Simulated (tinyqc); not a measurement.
Direct against trap-assisted paths: tunnelling through a thin dielectric with one trap, as a tight-binding chain.

Hopping -t everywhere, t = c/(m a^2), c = hbar^2/2m0; lead sites at 2t (band bottom 0), barrier sites 1 to N at 2t + phi, and site j has U besides. No voltage. Leads give S = -t exp(ika) on sites 1 and N, cos(ka) = 1 - E/(2t). T = (2 t sin(ka))^2 |G_1N|^2, G = (E - H - S)^-1. In the barrier cosh(q a) = 1 + (phi - E)/(2t).

Resonance: the lowest eigenvalue of H + S(E), iterated until its real part equals E (40 rounds from Eb = phi + 2t - sqrt(4t^2 + U^2), the level in an endless barrier). With v the normalised squared amplitudes of that state, Gamma_L = 2 t sin(ka) v_1, Gamma_R = 2 t sin(ka) v_N; Breit-Wigner T = Gamma_L Gamma_R/((E - Er)^2 + (Gamma_L + Gamma_R)^2/4).

Constants: hbar^2/2m0 = 3.80998211 eV angstrom^2.

Values chosen for the exercise (barrier and mass of the size used for Si3N4 on silicon; shifted at random, so the results belong to these values and not to a real crystal):
```
symbol  value  unit      meaning
a       2.5    angstrom  site spacing
m       0.46   m0        mass, the same in leads and barrier
phi     1.97   eV        conduction edge of the barrier above that of the leads
U       -2.76  eV        extra energy on the trap site
```

N odd, the trap in the middle, j = (N + 1)/2. Direct T is that without trap at the energy Er; area = 2 pi Gamma_L Gamma_R/(Gamma_L + Gamma_R). The exponents are the slopes of the logarithms between the last two rows, per angstrom.

Against thickness:
```
N   N a (angstrom)  Er (eV)  direct T  area (meV)
5             12.5   0.7905  0.000440         133
7             17.5   0.7937  1.17e-05        21.4
9             22.5   0.7939  3.06e-07        3.46
13            32.5   0.7939  2.10e-10      0.0907
15            37.5   0.7939  5.52e-12      0.0147
17            42.5   0.7939  1.45e-13     0.00238
```

Give the missing row, N = 11, N a (angstrom) = 27.5.

Computed row:
```
N   N a (angstrom)  Er (eV)  direct T  area (meV)
11            27.5   0.7939  8.02e-09       0.560
```

exponents (1/angstrom): direct 0.7282, through the trap 0.3641

The direct path falls as exp(-0.728 d) and the path through a central trap as exp(-0.364 d), 2.00 times more slowly, since each step crosses half the layer. From 5 to 17 sites the first loses 9.5 decades and the second 4.7: in thicker layers even few traps rule the leakage. Inelastic capture with phonons is left out.

Run: tinyqc, `OMP_NUM_THREADS=1 python tinyqc.py 1480419 1480420 out.jsonl`; Intel(R) Xeon(R) Processor @ 2.30GHz, one thread, shared host; about 0.07 s of CPU time with all checks.
